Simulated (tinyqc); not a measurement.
# Capillary instabilities by surface diffusion: grooving and agglomeration of films, edge retraction, wire break-up and smoothing of roughness, step by step

A worked calculation. Computed by tinyqc, a small Python program that keeps every step. Command: `OMP_NUM_THREADS=1 python tinyqc.py 3006879 3006880 out.jsonl dewet walk`. One thread of a shared host (Intel(R) Xeon(R) Processor @ 2.30GHz), about 0.01 s of CPU time with the checks. Intermediate numbers are printed to about 6 digits and carried at full precision; extremes and crossings named in words are read from the listed rows.

Isotropic surface energy; shapes change by surface diffusion alone.

Inputs (values chosen for the exercise, for a model film):
```
quantity                                value        unit
surface energy gamma_s                   1.86       J/m^2
grain-boundary energy gamma_b            0.72       J/m^2
contact angle on the substrate theta      100     degrees
atomic volume Omega                      11.8  angstrom^3
surface sites nu                          9.9      1/nm^2
prefactor D0                          0.00051       m^2/s
activation energy Q                     0.998          eV
temperature T                             510           K
time t                                   4800           s
film thickness h                           12          nm
grain radius R                             59          nm
wire radius r                               8          nm
initial ripple over radius               0.05           -
roughness wavelength lambda                23          nm
```

Grooves: at the surface only.

Constants: k_B = 8.617333262e-05 eV/K; k_B = 1.380649e-23 J/K.

## The Mullins constant

B = D_s nu gamma_s Omega^2/(k_B T), D_s = D0 exp(-Q/(k_B T)).

D_s = 7.00513e-14 m^2/s

B = 25507.9 nm^4/s

length (B t)^(1/4) = 105.191 nm

Lengths grow as t^(1/4): doubling one takes 16 times as long, or roughly 75 K more.

## Will grooves cut through?

Groove angle beta: sin(beta) = gamma_b/(2 gamma). For circular grains of radius R with spherical caps the groove ends (measured from the mean surface) at the depth R g(beta), g = (2 - 3 cos beta + cos^3 beta)/(3 sin^3 beta). The film parts if R g(beta_s) > h.

beta_s = 11.1599 degrees

sum of g = 0.0490044

critical R/h = 20.4063

final depth over h = 0.240938

The grooves stop short by this estimate; triple junctions groove deeper and may still open.

## Groove growth in time

Mullins' isolated groove: depth below the flat surface d = 0.780 m (B t)^(1/4), m = tan(beta_s), width between the ridges 4.6 (B t)^(1/4); time to reach h: (h/(0.780 m))^4/B.

groove depth = 16.1865 nm

groove width = 483.879 nm

time to reach the substrate = 1449.94 s

Caution: this depth exceeds the film thickness, so the isolated-groove formula no longer applies. Caution: the grooves of neighbouring boundaries overlap, so the depth levels off at its final value. Caution: the grains are too small for the surface groove ever to reach the depth h.

## Retraction of a straight edge

A rim shaped as a circular segment with contact angle theta holds the area h x; its radius r obeys r^2 (theta - sin theta cos theta) = h x. To advance, the edge must carry a strip of the rim height H = r (1 - cos theta) over the rim, driven by the curvature 1/r over the distance r theta (the scaling argument of Brandon and Bradshaw): H dx/dt = B/(theta r^2) gives x^(5/2) = (5/2) B t c^(3/2)/(theta (1 - cos theta) h^(3/2)), c = theta - sin theta cos theta.

retraction x = 619.086 nm

rim height H = 73.0748 nm

present speed = 0.0515905 nm/s

The rim is 6.1 times the film thickness. x goes as t^(2/5) h^(-3/5): thin films retract faster.

## Break-up of a free wire

A wire with r + A cos(k z) has dA/dt = (B/r^4) (kr)^2 [1 - (kr)^2] A: unstable for wavelengths above 2 pi r, fastest at kr = 1/sqrt 2 with the rate B/(4 r^4); break-up time about (4 r^4/B) ln(r/A0); each wavelength makes a sphere of radius (3 r^2 lambda_m/4)^(1/3).

fastest wavelength = 71.0861 nm

break-up time = 1.92419 s

radius of the spheres = 15.0548 nm

t over the break-up time = 2494.55

The wire breaks up within t. Caution: faceting can stabilise wires along low-index directions.

## Smoothing against break-up

Roughness of wavelength lambda on a flat face decays as exp[-B (2 pi/lambda)^4 t]; the smoothing time is that for a factor e^3.

Times (s); the last column is (h/(0.780 tan beta_s))^4/B:
```
T (K)   B (nm^4/s)    smoothing  wire break-up  groove to depth h
434    5.62007e+02  9.58454e-01    8.73335e+01        6.58087e+04
459    2.27320e+03  2.36960e-01    2.15916e+01        1.62700e+04
484    7.93623e+03  6.78733e-02    6.18456e+00        4.66027e+03
510    2.55079e+04  2.11173e-02    1.92419e+00        1.44994e+03
536    7.30244e+04  7.37641e-03    6.72132e-01        5.06474e+02
561    1.82743e+05  2.94762e-03    2.68585e-01        2.02387e+02
612    9.35806e+05  5.75609e-04    5.24490e-02        3.95220e+01
```

All times share 1/B, so their ratios do not depend on T: break-up over smoothing is 91. An anneal can smooth this roughness well before the wire breaks. Smoothing is safe for lambda well below 2 pi r, above which a ripple along the wire grows instead. B spans 3.2 decades over these rows.

Checks made by the program: g against the volume of a spherical cap (relative difference below 1e-10).
